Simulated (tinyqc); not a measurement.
Inside a calculation. Model: MESFET, gradual channel with velocity saturation.

Computed by the program tinyqc: `OMP_NUM_THREADS=1 python tinyqc.py 2500071 2500072 out.jsonl`, one thread of a shared Intel Xeon 2.30GHz, about 0.04 s for the whole run. Printed values are rounded.

A uniformly doped n-type channel, depleted from the top by a Schottky gate; at channel potential V the depleted share of a is u = sqrt((Vbi - Vg + V)/Vp), s at the source. Electrons drift with v = mu E/(1 + mu E/vsat). Abrupt depletion edge, no series resistance, source at 0.

Inputs (values chosen for the exercise); material values close to those of 4H silicon carbide: temperature T = 300 K; relative permittivity of the semiconductor eps_r = 9.66; conduction-band density of states at T Nc = 1.72e19 cm^-3; donor density of the channel Nd = 1.1e17 cm^-3; channel thickness a = 150 nm; low-field mobility at this doping mu = 410 cm^2/(V s); saturation velocity vsat = 2.9e7 cm/s; gate length L = 0.3 um; gate width W = 300 um; Schottky barrier phiB = 0.87 V; gate voltage Vg = 0 V; drain voltage Vd = 0.57 V.

Constants: q = 1.602176634e-19 C, kB = 1.380649e-23 J/K, Vt = kB T/q, eps0 = 8.8541878128e-14 F/cm where lengths are in cm. Results are converted to the units shown.

## Built-in and pinch-off voltages

Vbi = phiB - Vt ln(Nc/Nd); Vp = q Nd a^2/(2 eps0 eps_r); G0 = q mu Nd a W/L; Z = mu Vp/(vsat L); s = sqrt((Vbi - Vg)/Vp). VT = Vbi - Vp.

Vbi = 0.739391 V
Vp = 2.31809 V
VT = -1.57870 V
G0 = 108.387 mS
Z = 1.09243
s = 0.564771

Z = 1.09: velocity saturation matters.

## Current below saturation

u = sqrt((Vbi - Vg + Vd)/Vp). I = (G0 Vp/3) F/(1 + Z (u^2 - s^2)), F = 3 (u^2 - s^2) - 2 (u^3 - s^3), with u at V = Vd; Z = 0 gives constant mobility, for which u stops at 1.

u = 0.751571
F = 0.248901
I for Z = 0 = 20.8455 mA
I = 16.4316 mA

The falling mobility lowers the current by 21.2 %.

## Iteration 1: the saturation point by Newton steps

u at the start = 0.78

a is the channel (half-)thickness, Vp its pinch-off voltage and Z = mu Vp/(vsat L); an iterate with u > 1 is an overshoot, not a physical state. f = (1 - u)(1 + Z (u^2 - s^2)) - Z F/3, F = 3 (u^2 - s^2) - 2 (u^3 - s^3); f' = -(1 + Z (u^2 - s^2)); u(new) = u - f/f'.

f = 0.187789
f' = -1.31619
u after iteration 1 = 0.922677

## Iteration 2: the saturation point by Newton steps

As before.

f = -0.0184034
f' = -1.58157
u after iteration 2 = 0.911040

## Course of the iteration: the saturation point by Newton steps

Stop when u changes by less than 1e-10, or after 60 iterations.

Course of the iteration:
```
iteration         u  |change|
1          0.922677     0.143
2          0.911040    0.0116
3          0.910953   8.72e-5
4          0.910953   4.86e-9
5          0.910953         0
```

Converged in 5 iterations. At the end the number of correct digits about doubles with each step.

## Saturation voltage, current and transconductance

um = 0.910953

Vdsat = Vp (um^2 - s^2); Isat = (G0 Vp/Z)(1 - um), which is q Nd vsat a W (1 - um); gm = G0 (um - s)/(1 + Z (um^2 - s^2)). For Z = 0: Vdsat = Vp (1 - s^2), Isat = (G0 Vp/3)(1 - 3 s^2 + 2 s^3), gm = G0 (1 - s).

Vdsat = 1.18424 V
Isat = 20.4801 mA
gm = 24.0819 mS
Vdsat for Z = 0 = 1.57870 V
Isat for Z = 0 = 33.7838 mA
gm for Z = 0 = 47.1733 mS

The current saturates with 8.90 % of the channel still open at the drain, at 0.606 of the constant-mobility current.
